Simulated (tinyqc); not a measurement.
Fermi level against carrier density: pi bands of a honeycomb layer in tight binding.

Constants: hbar^2/2m0 = 3.80998211 eV angstrom^2.

Parameters, chosen for this exercise (out of a larger set: of the size used for graphene; not measured data): D = 0 eV (+D on A, -D on B).

hbar v = 6.07170 eV angstrom

Cone with four flavours: n = kF^2/pi, EF = sqrt(D^2 + (hbar v kF)^2), density of states 2 EF/(pi (hbar v)^2), quantum capacitance e^2 times it (1 e^2/(eV angstrom^2) = 1602.177 microF/cm^2), cyclotron mass 2c EF/(hbar v)^2, c = hbar^2/2m0; 1e12/cm^2 = 1e-4/angstrom^2.

Filling:
```
n (1e12/cm^2)  kF (1/angstrom)  EF (eV)  Cq (microF/cm^2)  cyclotron mass (m0)
0.10                   0.00560   0.0340             0.942               0.0070
0.25                   0.00886   0.0538             1.489               0.0111
1.00                   0.01772   0.1076             2.978               0.0222
2.00                   0.02507   0.1522             4.211               0.0315
4.00                   0.03545   0.2152             5.955               0.0445
10.00                  0.05605   0.3403             9.416               0.0703
20.00                  0.07927   0.4813            13.316               0.0995
```

Give the missing row, n (1e12/cm^2) = 0.50.

Computed row:
```
n (1e12/cm^2)  kF (1/angstrom)  EF (eV)  Cq (microF/cm^2)  cyclotron mass (m0)
0.50                   0.01253   0.0761             2.105               0.0157
```

From 1 to 4e12/cm^2 EF rises by a factor 2.000, the square root of four. Capacitance and mass grow in proportion to EF counted from mid-gap, so hardly at all while a large gap term dominates it; in a parabolic band both are constant; Cq is 2.98 microF/cm^2 at 1e12/cm^2, against 3.45 for 1 nm of a dielectric with eps = 3.9.

Computed by tinyqc, a small Python program: `OMP_NUM_THREADS=1 python tinyqc.py 1451735 1451736 out.jsonl` (the numbers bound the seed that draws the inputs); one thread of a shared host (Intel(R) Xeon(R) Processor @ 2.30GHz), about 0.01 s for the whole set of steps.
